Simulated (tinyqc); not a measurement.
From one set of inputs to another, one input at a time: Born-von Karman spring model of a cubic crystal with one atom per cell. Computed by tinyqc, a small Python program. Command: `OMP_NUM_THREADS=1 python tinyqc.py 3026715 3026716 out.jsonl springs ladder`. One thread of a shared host (Intel(R) Xeon(R) Processor @ 2.30GHz), about 0.2 s of CPU time with the checks.

First neighbours lie at a/2 (1,1,0) (12 of them), second at a (1,0,0) (6), with all permutations and signs; the volume per atom is Omega = a^3/4. Two shells of springs match a real metal only roughly, above all at the zone boundary.

The inputs printed are set A. Set A is modelled on nickel; the values taken over come from a set modelled on copper. Inputs not listed in the table keep their values of set A, so the rows need not describe a real material.

Inputs (values chosen for the exercise, modelled on nickel): lattice constant a = 3.52 angstrom; atomic mass M = 58.69 u; radial spring k1L = 2.13 eV/angstrom^2; transverse spring k1T = -0.021 eV/angstrom^2; radial spring k2L = 0.052 eV/angstrom^2; transverse spring k2T = -0.027 eV/angstrom^2; mesh divisions n = 8; temperature T = 600 K.

Lattice: fcc.

Constants: 1 eV/angstrom^3 = 160.2176634 GPa; nu for 1 eV/(angstrom^2 u) = 15.6333042 THz; h x 1 THz = 4.135667696 meV; k_B = 8.617333262e-05 eV/K; hbar^2/u = 4.18015928e-03 eV angstrom^2.

Method:
- [ij,kl] = (1/(2 Omega)) sum_R K_ij R_k R_l; C11 = [xx,xx], C44 = [xx,yy], C12 = 2 [xy,xy] - C44; B = (C11 + 2 C12)/3; Zener ratio A = 2 C44/(C11 - C12). K(R) = kL n n^T + kT (1 - n n^T).
- A neighbour at R with unit vector n couples by the matrix K(R) = kL n n^T + kT (1 - n n^T), and D(q) = (1/M) sum_R K(R) [1 - cos(q.R)].
- An eigenvalue lambda of D in eV/(angstrom^2 u) gives nu = 15.6333042 THz x sqrt(lambda).
- Mesh: q = sum_i (m_i + 1/2)/n b_i, m_i = 0..n-1, with b = [[-1, 1, 1], [1, -1, 1], [1, 1, -1]] in 2 pi/a; sums are averages over the n^3 points, per atom.
- With x = h nu/(k_B T) and n = 1/(exp(x) - 1) for each mode: F = k_B T [x/2 + ln(1 - exp(-x))], U = k_B T x (n + 1/2), S/k_B = x n - ln(1 - exp(-x)), C/k_B = x^2 n (n + 1).
- <u_x^2> = (1/3) sum over modes of hbar^2/(2 M h nu) coth(x/2); zero-point energy = sum h nu/2. <u_x^2> converges slowly with the mesh, from below, with an error of order 1/n.

Each row keeps all changes above it:
```
input moved                              from      to  C11 (GPa)  entropy S (k_B/atom)  <u_x^2> (angstrom^2)
set A                                       -       -     201.46                5.5387              0.010300
transverse spring k1T (eV/angstrom^2)  -0.021  -0.079     196.18                5.6522              0.011437
radial spring k1L (eV/angstrom^2)        2.13    1.78     164.31                5.9501              0.014098
radial spring k2L (eV/angstrom^2)       0.052   0.021     158.67                5.9716              0.014454
lattice constant a (angstrom)            3.52    3.61     154.71                5.9716              0.014454
atomic mass M (u)                       58.69   63.55     154.71                6.0893              0.014446
temperature T (K)                         600     200     154.71                2.9438              0.005091
```

C11 goes from 201 to 155, a factor 0.768 in all. The largest single move comes from radial spring k1L (a factor 0.838). Entropy S goes from 5.54 to 2.94, a factor 0.531 in all. The largest single move comes from temperature T (a factor 0.483). <u_x^2> goes from 0.0103 to 0.00509, a factor 0.494 in all. The largest single move comes from temperature T (a factor 0.352), and radial spring k1L works against it (a factor 1.23). The single moves hold for this order of the switches; the total does not depend on the order.

Extremes, crossings and ranges named in words are read from the listed rows.
